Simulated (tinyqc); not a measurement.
# Trap depth and cross-section from two peaks

Inverse problem. A DLTS peak lies where ew = sn g T^2 exp(-Et/kB T), g = vth Nc/(300 K)^2. Find Et and sn.

Parameters, values chosen for the exercise:
- Nc = 1.69e19 cm^-3 (conduction-band density of states at 300 K)
- vth = 1.9e7 cm/s (thermal velocity at 300 K)

Constants: q = 1.602176634e-19 C, kB = 1.380649e-23 J/K. Results are converted to the units shown.

peak temperatures for ew = 10 and 500 1/s (K): 113.31771  133.64232

Answer. The slope of ln(ew/T^2) against q/kB T is -Et, and the intercept is ln(sn g).

Et = 0.2300 eV
sn = 3.700e-15 cm^2

tinyqc, about 0.01 s, one thread, Intel Xeon 2.30GHz (shared host): `OMP_NUM_THREADS=1 python tinyqc.py 2050045 2050046 out.jsonl`
